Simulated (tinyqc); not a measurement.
# Changing the temperature T

Model: defect equilibria of an oxide against oxygen pressure (mass action). Computed by tinyqc, a small Python program. Command: `OMP_NUM_THREADS=1 python tinyqc.py 3024964 3024965 out.jsonl brouwer sweep`. One thread of a shared host (Intel(R) Xeon(R) Processor @ 2.30GHz), about 0.01 s of CPU time with the checks.

Defects: oxygen vacancies V (charge +2), electrons n, holes p, the ionic partner X = V_M'''' (charge -4). Activities are taken equal to concentrations.

Inputs (values chosen for the exercise, for a model oxide):
```
quantity,value,unit
reduction enthalpy H_r,3.48,eV
prefactor K_r0,5.1e+68,cm^-9 atm^(1/2)
gap E_g,2.96,eV
prefactor N_c N_v,1.3e+40,cm^-6
disorder enthalpy H_s,5.06,eV
prefactor K_s0,9.9e+68,cm^-9
oxygen pressure P,7e-20,atm
electron mobility mu_n,0.14,cm^2/(V s)
hole mobility mu_p,0.3,cm^2/(V s)
vacancy diffusion prefactor D_0,0.13,cm^2/s
vacancy migration energy E_m,0.53,eV
```

Ionic disorder: Schottky, oxide MO2. Dopant (singly charged, fully ionised): none.

Constants: k_B = 8.617333262e-05 eV/K; e = 1.602176634e-19 C.

Method:
- K_r = K_r0 exp(-H_r/k_B T) = [V] n^2 P^(1/2); K_i = N_c N_v exp(-E_g/k_B T) = n p; K_s = K_s0 exp(-H_s/k_B T) = [X] [V]^2.
- Neutrality: 2 [V] + p = n + 4 [X]. With n as the unknown, [V] = K_r/(n^2 P^(1/2)), p = K_i/n, [X] = K_s/[V]^2; the log ratio is ln(positive/negative).
- The root is found by 60 bisections in ln n between n = 1e-10 and 1e25 cm^-3.
- sigma_n = e n mu_n, sigma_p = e p mu_p, sigma_ion = 2 e [V] mu_V with mu_V = 2 e D/(k_B T) and D = D_0 exp(-E_m/k_B T); only the oxygen vacancies carry ionic current, and the ionic transport number is sigma_ion over the total.

One run for each value:
```
temperature T (K),n (cm^-3),[V] (cm^-3),p (cm^-3),total conductivity (S/cm),ionic transport number
700,6.9778e+17,3.4889e+17,9.1026e+00,1.5725e-02,0.004683
800,7.7210e+18,3.8605e+18,3.7940e+02,1.7532e-01,0.012196
900,5.0077e+19,2.5038e+19,6.9030e+03,1.1522e+00,0.025136
1000,2.2346e+20,1.1173e+20,7.0306e+04,5.2428e+00,0.043941
1100,7.5976e+20,3.7988e+20,4.6955e+05,1.8287e+01,0.068107
1200,2.1065e+21,1.0533e+21,2.2852e+06,5.2294e+01,0.096458
```

Describe and explain the trends.

Over the rows, n (cm^-3) rises from 6.98e17 to 2.11e21 (exponent d ln y / d ln x 18 between the first rows and 12 between the last); [V] (cm^-3) rises from 3.49e17 to 1.05e21 (exponent d ln y / d ln x 18 between the first rows and 12 between the last); p (cm^-3) rises from 9.10 to 2.29e6 (exponent d ln y / d ln x 28 between the first rows and 18 between the last). A line through ln n against 1/(k_B T) gives 1.160 eV, close to H_r/3 = 1.160 eV, as n = 2 [V] implies. Left out: 1300, 1400, 1500 (the defects are no longer dilute).

Caution (rows 900, 1000, 1100, 1200): the carrier density is near sqrt(N_c N_v), where the carriers are degenerate and n p = K_i fails. Caution (rows 1000, 1100, 1200): one of n, p, [V] and [X] is above 2e20 cm^-3, near 1 % of the sites of a usual oxide, where defects associate and the ideal mass-action laws fail.
